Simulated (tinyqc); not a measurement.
Velocity against current: domain walls in a thin film with perpendicular anisotropy: Bloch, Neel and chiral walls, motion and stripe domains. Computed by tinyqc, a small Python program. Command: `OMP_NUM_THREADS=1 python tinyqc.py 3027231 3027232 out.jsonl mwall walk`. One thread of a shared host (Intel(R) Xeon(R) Processor @ 2.30GHz), about 0.01 s of CPU time with the checks.

One-dimensional wall: polar angle theta(x), azimuth phi of the moment in the wall (phi = 0 Neel, 90 degrees Bloch). mu_0 = 1.25663706212e-6 T m/A, gamma = 1.76085963023e11 rad/(s T).

Inputs (values chosen for the exercise, for a model film):

| quantity | value | unit |
|---|---|---|
| saturation magnetisation M_s | 638 | kA/m |
| exchange stiffness A | 9.5 | pJ/m |
| uniaxial anisotropy K_u | 941 | kJ/m^3 |
| DMI constant D | 0.15 | mJ/m^2 |
| thickness t | 0.61 | nm |
| damping alpha | 0.011 | - |
| current density J | 0.97 | 1e12 A/m^2 |
| spin Hall angle theta_SH | 0.065 | - |

Drive: spin-orbit torque.

Constants: hbar = 1.054571817e-34 J s; e = 1.602176634e-19 C.

Method:
- K_eff = K_u - mu_0 M_s^2/2; Delta = sqrt(A/K_eff); sigma_0 = 4 sqrt(A K_eff); profile theta = 2 arctan exp(x/Delta); quality factor Q = 2 K_u/(mu_0 M_s^2).
- sigma(phi) = sigma_0 + 2 Delta K_D cos^2(phi) - pi D cos(phi), with the wall shape anisotropy K_D = N_x mu_0 M_s^2/2, N_x = t ln 2/(pi Delta). The minimum has cos(phi) = D/D_N for D < D_N = 4 Delta K_D/pi and phi = 0 beyond; sigma turns negative at D_c = (sigma_0 + 2 Delta K_D)/pi.
- Spin-orbit drive: B_SL = hbar theta_SH J/(2 e M_s t) acts as the field (pi/2) B_SL cos(phi). Steady state: v = (gamma Delta/alpha)(pi/2) B_SL cos(phi) = gamma Delta [B_D sin(phi) - (B_K/2) sin(2 phi)], B_K = 2 K_D/M_s, B_D = pi D/(2 M_s Delta); the root with phi between its rest value and 90 degrees; v saturates at v_D = gamma Delta B_D.

K_D = 9.24460 kJ/m^3

width parameter Delta = 3.72339 nm

azimuth phi = 0 degrees

saturation velocity v_D = 65.0302 m/s

Steady motion:

| J (1e12 A/m^2) | B_SL (mT) | phi (degrees) | v (m/s) | v at fixed rest phi (m/s) |
|---|---|---|---|---|
| 0.02 | 1.10 | 61.469 | 49.160 | 103 |
| 0.05 | 2.75 | 76.733 | 59.051 | 257 |
| 0.10 | 5.50 | 83.050 | 62.270 | 515 |
| 0.20 | 10.99 | 86.450 | 63.731 | 1029 |
| 0.50 | 27.48 | 88.563 | 64.533 | 2573 |
| 1.00 | 54.97 | 89.279 | 64.786 | 5146 |
| 2.00 | 109.93 | 89.639 | 64.909 | 10292 |
| 5.00 | 274.83 | 89.855 | 64.982 | 25731 |

The linear law holds to 5 % in 0 of the eight rows; in the last row v is 99.9 % of v_D = pi gamma D/(2 M_s), which depends on neither alpha nor theta_SH. Caution: pinning, heating and tilting of the wall are left out.

Extremes, crossings and ranges named in words are read from the listed rows.
